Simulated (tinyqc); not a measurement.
From results back to parameters: three-band tight binding of a dichalcogenide monolayer. Four cases, with inputs chosen for the exercise.

Problem. In the three-band model the dz2 level is e1 + 6 t0 at Gamma and e1 - 3 t0 at K; without spin-orbit coupling the other levels are e2 + 3 s at Gamma (twofold) and e2 - 3s/2 -/+ 3 sqrt3 t12 at K, s = t11 + t22, t12 > 0. The levels below come from hidden values.

Case 1.

dz2 levels (eV): Gamma -0.2970, K 1.5570

other levels (eV): Gamma 3.04700, K lower -0.03021, K upper 3.45121

Case 2.

dz2 levels (eV): Gamma -0.2790, K 1.5390

other levels (eV): Gamma 3.07300, K lower 0.04914, K upper 3.40586

Case 3.

dz2 levels (eV): Gamma -0.4090, K 1.1120

other levels (eV): Gamma 3.37900, K lower 0.03182, K upper 2.50518

Case 4.

dz2 levels (eV): Gamma -0.4200, K 1.1100

other levels (eV): Gamma 3.32500, K lower 0.03423, K upper 2.53877

Find: e1, t0, e2, t11 + t22, t12.

Solution. The dz2 levels differ by 9 t0. The level at Gamma lies 9s/2 above the mean of the two at K, whose splitting is 6 sqrt3 t12. t1, t2 and t11 - t22 need masses or other points.

Case 1.

e1, t0, e2, t11 + t22, t12 (eV): 0.939  -0.206  2.156  0.297  0.335

Case 2.

e1, t0, e2, t11 + t22, t12 (eV): 0.933  -0.202  2.176  0.299  0.323

Case 3.

e1, t0, e2, t11 + t22, t12 (eV): 0.605  -0.169  1.972  0.469  0.238

Case 4.

e1, t0, e2, t11 + t22, t12 (eV): 0.600  -0.170  1.966  0.453  0.241

Computed by tinyqc, one run a case: `OMP_NUM_THREADS=1 python tinyqc.py N N+1 out.jsonl` with N = 1482053, 1482071, 1482208, 1482223; one thread of a shared Intel(R) Xeon(R) Processor @ 2.30GHz, about 0.02 s a run at most.
